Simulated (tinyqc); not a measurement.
Worked calculation: field-effect mobility of a thin-film transistor with band-tail and deep states (multiple trapping). Computed by tinyqc, a small Python program that keeps every step. Command: `OMP_NUM_THREADS=1 python tinyqc.py 3027338 3027339 out.jsonl tft walk`. One thread of a shared host (Intel(R) Xeon(R) Processor @ 2.30GHz), about 0.1 s of CPU time with the checks. Intermediate numbers are printed to about 6 digits and carried at full precision; extremes and crossings named in words are read from the listed rows.

A thick film in accumulation at small drain voltage. Only free electrons move; trapped ones still screen the gate. N_c and mu_0 are held fixed when T changes, leaving out the T^(3/2) growth of N_c. x = E_0 - psi is the distance of the Fermi level below the band edge.

Inputs (values chosen for the exercise, modelled on amorphous silicon):
```
quantity,value,unit
permittivity eps,11.8,-
effective density of states N_c,2e+20,1/cm^3
band mobility mu_0,9.7,cm^2/(V s)
tail density at the edge g_t,2.1e+21,1/(eV cm^3)
tail width E_t,33,meV
deep-state density g_d,2.1e+16,1/(eV cm^3)
"flat-band Fermi level below the edge, E_0",0.42,eV
equivalent oxide thickness t,160,nm
surface band bending psi_s as a fraction of E_0,0.76,-
temperature T,350,K
```

Deep states: included.

Constants: k_B = 8.617333262e-05 eV/K; e = 1.602176634e-19 C; eps_0 = 8.8541878128e-12 F/m.

## Free and trapped densities

F_j(eta) = int_0^infinity x^j/(1 + exp(x - eta)) dx, without a gamma-function factor. Integrals over x = E/(k_B T) use 160 Gauss-Legendre points in u = sqrt(x) from 0 to sqrt(max(eta, 0) + 32). Free n(x) = N_c (2/sqrt(pi)) F_1/2(-x/k_B T), with F_1/2 from its two-term series in exp(-x/k_B T) for x >= 12 k_B T; tail n_t(x) = int_0^1.2eV g_t exp(-E/E_t)/(1 + exp((x - E)/k_B T)) dE, E counted down from the edge, 120 Gauss-Legendre points; deep charge g_d psi; space charge rho(psi) = n + n_t + g_d psi less its value at psi = 0.

Local densities at x = 0.4, 0.3, 0.2, 0.15, 0.1, 0.05, 0 and -0.05 eV:
```
x (eV),n (1/cm^3),n_t (1/cm^3),n/(n + n_t)
0.40,3.47763e+14,2.77586e+15,0.111333
0.30,9.57663e+15,4.87217e+16,0.164269
0.20,2.63605e+17,7.67890e+17,0.255557
0.15,1.38059e+18,2.81916e+18,0.328731
0.10,7.17118e+18,9.33690e+18,0.434404
0.05,3.57816e+19,2.54245e+19,0.584608
0.00,1.53029e+20,4.88489e+19,0.758028
-0.05,4.69489e+20,6.36859e+19,0.880553
```

E_t/k_B T = 1.09: the tail is narrower than about k_B T, so deep in the gap n_t roughly follows n, and the free share changes far less than n does.

## One gate voltage

Poisson: F(psi) = sqrt((2 e/(eps eps_0)) int_0^psi rho dpsi'); V_G - V_FB = psi_s + eps F(psi_s) t/3.9; free sheet density N_f = int (n - n(E_0))/F dpsi; induced sheet density N_i = eps eps_0 F(psi_s)/e; trapezoid rule on 301 even points in psi, the first interval left out of N_f. mu_eff = mu_0 N_f/N_i; field-effect mobility mu_FE = mu_0 e (dN_f/dV_G)/C_ox and swing S = dV_G/dlog10(N_f), by a central difference of +/- 2 mV in psi_s; C_ox = 3.9 eps_0/t.

surface field = 424.576 kV/cm

V_G - V_FB = 20.8731 V

free sheet density N_f = 8.66831e+11 1/cm^2

induced sheet density N_i = 2.76870e+12 1/cm^2

effective mobility mu_eff = 3.03690 cm^2/(V s)

field-effect mobility mu_FE = 4.17822 cm^2/(V s)

swing S = 34407.5 mV/decade

31 % of the induced charge is free. mu_FE exceeds mu_eff because the free share is still growing with V_G. The swing is 495.45 times the ideal ln(10) k_B T/e.

## Transfer curve

The formulas are those given above.

Against the band bending:
```
psi_s (V),V_G - V_FB (V),N_f (1/cm^2),mu_eff (cm^2/(V s)),mu_FE (cm^2/(V s)),S (mV/decade)
0.15,1.988,3.54358e+10,1.38798,1.71344,3430
0.21,4.624,1.10164e+11,1.79716,2.31701,7885
0.26,9.259,2.82561e+11,2.26091,2.99830,15630
0.30,16.063,6.02198e+11,2.75099,3.73805,26718
0.34,27.648,1.28633e+12,3.39198,4.72917,45110
0.37,41.185,2.26589e+12,3.99764,5.65987,66393
0.40,60.609,3.93842e+12,4.71030,6.68752,97662
0.43,87.503,6.62862e+12,5.48188,7.64194,143830
0.46,122.820,1.05704e+13,6.22073,8.35694,209722
```

The steepest swing among the rows is 3430 mV/decade. mu_eff climbs from 1.4 to 6.2, 64 % of mu_0 in the last row. Between rows 6 and 7 N_f scales as (V_G - V_FB - psi_s)^1.42; an exponential tail holding all the charge would give the larger of 1 and 2 E_t/k_B T - 1, here 1.19, and free charge alone 1; charge in deep states makes the exponent larger and lets it vary with V_G. The last row needs an oxide field above 5 MV/cm, near or beyond breakdown.

Checks made by the program: tail integral against adaptive quadrature (relative difference below 1e-10).
